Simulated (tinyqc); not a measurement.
Bandgap voltage reference from two bipolar transistors: two steps of the calculation.

Two transistors of area 1 and N carry the same current I. Is(T) = Is (T/T0)^eta exp[(Vg0 q/kB)(1/T0 - 1/T)], VBE1 = Vt ln(I/Is(T)) + I rb, VBE2 = Vt ln(I/(N Is(T))) + I rb/N. The amplifier forces I R1(T) = VBE1 - VBE2 + Vos, with R(T) = R (1 + tc (T - T0)) for both resistors, and the output is Vref = VBE1 + I R2(T). Base currents and the Early effect are neglected.

Inputs (values chosen for the exercise); values of the order met in silicon bipolar transistors: reference temperature T0 = 323 K; band-gap voltage extrapolated to 0 K Vg0 = 1.14 V; temperature exponent of the saturation current eta = 3.1; saturation current of the unit transistor at T0 Is = 1.1e-17 A; area ratio of the second transistor N = 8; resistor across which the difference of VBE falls, at T0 R1 = 33 kohm; temperature coefficient of both resistors tc = 0 ppm/K; offset of the amplifier Vos = -0.1 mV; series resistance of the unit transistor rb = 0 ohm; output resistor at T0 R2 = 282.2 kohm; temperature T = 233 K.

Constants: q = 1.602176634e-19 C, kB = 1.380649e-23 J/K. Results are converted to the units shown.

Task 1. Operating point at the reference temperature. Vt = kB T/q; I = (Vt ln N + Vos)/(R1(T) - rb (1 - 1/N)). Evaluate at T = T0.

Give: Vt; I; Is(T); VBE1; I R2; Vref.

Result 1.

Vt = 0.02783 V
I = 1.751 uA
Is(T) = 1.100e-17 A
VBE1 = 0.7179 V
I R2 = 0.4941 V
Vref = 1.212 V

Task 2. Operating point at another temperature. 

Wanted: Vt; I; Is(T); VBE1; I R2; Vref.

Result 2.

Vt = 0.02008 V
I = 1.262 uA
Is(T) = 5.382e-25 A
VBE1 = 0.8493 V
I R2 = 0.3562 V
Vref = 1.205 V

From T0 to T, VBE1 changes by 131 mV and I R2 by -138 mV, which leaves -6.55 mV in Vref.

Computed by the program tinyqc: `OMP_NUM_THREADS=1 python tinyqc.py 2062206 2062207 out.jsonl`, one thread of a shared Intel Xeon 2.30GHz, about 0.02 s for the whole run.
